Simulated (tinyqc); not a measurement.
# Inputs raised by 2 %, one at a time

Model: Hall factor, magnetoresistance and optical conductivity for a power-law relaxation time. Computed by tinyqc, a small Python program. Command: `OMP_NUM_THREADS=1 python tinyqc.py 3017482 3017483 out.jsonl magneto sens`. One thread of a shared host (Intel(R) Xeon(R) Processor @ 2.30GHz), about 0.01 s of CPU time with the checks.

One spherical parabolic band, tau(E) = tau_0 x^s with x = E/(k_B T). Landau quantisation is left out.

Inputs (values chosen for the exercise, with a mass close to that of electrons in InSb):

| quantity | value | unit |
|---|---|---|
| effective mass m | 0.014 | m_0 |
| exponent s | 1.5 | - |
| tau_0 | 80 | fs |
| reduced Fermi level eta | -5 | - |
| temperature T | 200 | K |
| magnetic field B | 0.58 | T |
| frequency f | 2.2 | THz |
| background permittivity eps_inf | 13.2 | - |

Constants: m_0 = 9.1093837015e-31 kg; k_B = 1.380649e-23 J/K; hbar = 1.054571817e-34 J s; e = 1.602176634e-19 C; eps_0 = 8.8541878128e-12 F/m; c = 299792458 m/s.

Method:
- <y> = int y x^(3/2) f (1 - f) dx / int x^(3/2) f (1 - f) dx, f = 1/(1 + exp(x - eta)).
- Integrals over x = E/(k_B T) use 160 Gauss-Legendre points in u = sqrt(x) from 0 to sqrt(max(eta, 0) + 45).
- n = (2 m k_B T)^(3/2)/(3 pi^2 hbar^3) int x^(3/2) f (1 - f) dx; moments in units of tau_0.
- mu = e <tau>/m; weak field r_H = <tau^2>/<tau>^2 and MR = c (mu B)^2, c = <tau^3>/<tau>^3 - r_H^2; strong field r_H = 1 and MR = <tau> <1/tau> - 1.
- With w_c = e B/m: sigma_xx = (n e^2/m) <tau/(1 + w_c^2 tau^2)>, sigma_xy = (n e^2/m) <w_c tau^2/(1 + w_c^2 tau^2)>; r_H = (n e/B) sigma_xy/(sigma_xx^2 + sigma_xy^2); MR = sigma_0 sigma_xx/(sigma_xx^2 + sigma_xy^2) - 1, sigma_0 = n e^2 <tau>/m.
- sigma(w) = (n e^2/m) <tau/(1 - i w tau)>, w = 2 pi f; eps = eps_inf + i sigma/(eps_0 w); N = sqrt(eps); absorption coefficient 2 w Im N/c; reflectivity |(N - 1)/(N + 1)|^2; plasma frequency sqrt(n e^2/(eps_inf eps_0 m))/(2 pi).

Runs:

| input moved | from | to | magnetoresistance MR (%) | Hall factor r_H | absorption coefficient (1/cm) | reflectivity |
|---|---|---|---|---|---|---|
| base run | - | - | 59.186 | 1.1937 | 6.1688 | 0.32086 |
| effective mass m (m_0) | 0.014 | 0.01428 | 58.482 | 1.1967 | 6.2306 | 0.32083 |
| tau_0 (fs) | 80 | 81.6 | 59.893 | 1.1908 | 6.1125 | 0.32085 |
| temperature T (K) | 200 | 204 | 59.186 | 1.1937 | 6.3559 | 0.32079 |
| magnetic field B (T) | 0.58 | 0.5916 | 59.893 | 1.1908 | 6.1688 | 0.32086 |
| frequency f (THz) | 2.2 | 2.244 | 59.186 | 1.1937 | 5.9913 | 0.32093 |
| background permittivity eps_inf | 13.2 | 13.464 | 59.186 | 1.1937 | 6.1074 | 0.32471 |

Exponents ln(y'/y) / ln(x'/x):

| input | magnetoresistance MR | Hall factor r_H | absorption coefficient | reflectivity |
|---|---|---|---|---|
| effective mass m | -0.604 | 0.126 | 0.503 | -0.003 |
| tau_0 | 0.600 | -0.125 | -0.464 | -0.002 |
| temperature T | 0.000 | 0.000 | 1.509 | -0.010 |
| magnetic field B | 0.600 | -0.125 | 0.000 | 0.000 |
| frequency f | 0.000 | 0.000 | -1.475 | 0.012 |
| background permittivity eps_inf | 0.000 | 0.000 | -0.506 | 0.603 |

Which inputs matter most for each result?

Among the inputs moved here: magnetoresistance MR answers most in size to effective mass m (exponent -0.604), and about equally to tau_0 (+0.600), magnetic field B (+0.600); its exponent is below 0.0005 for temperature T, frequency f, background permittivity eps_inf. Hall factor r_H answers most in size to effective mass m (exponent +0.126), and about equally to tau_0 (-0.125), magnetic field B (-0.125); its exponent is below 0.0005 for temperature T, frequency f, background permittivity eps_inf. Absorption coefficient answers most in size to temperature T (exponent +1.509), next to frequency f (-1.475); its exponent is below 0.0005 for magnetic field B. reflectivity answers most in size to background permittivity eps_inf (exponent +0.603), next to frequency f (+0.012); its exponent is below 0.0005 for magnetic field B.
